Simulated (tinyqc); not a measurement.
Worked calculation: tight binding, honeycomb lattice. One step of it, computed by the program tinyqc.

Task: Levels at k. Diagonalise the Hermitian matrix.

H(k) at k (eV):
```
                     A                    B
A             2.030000  -0.255676+0.923908i
B  -0.255676-0.923908i            -2.030000
```

Give: eigenvalues; weights |c|^2 of the basis functions.

Result:

eigenvalues (eV): -2.245  2.245

weights |c|^2 of the basis functions:
```
   band 1  band 2
A   0.048   0.952
B   0.952   0.048
```
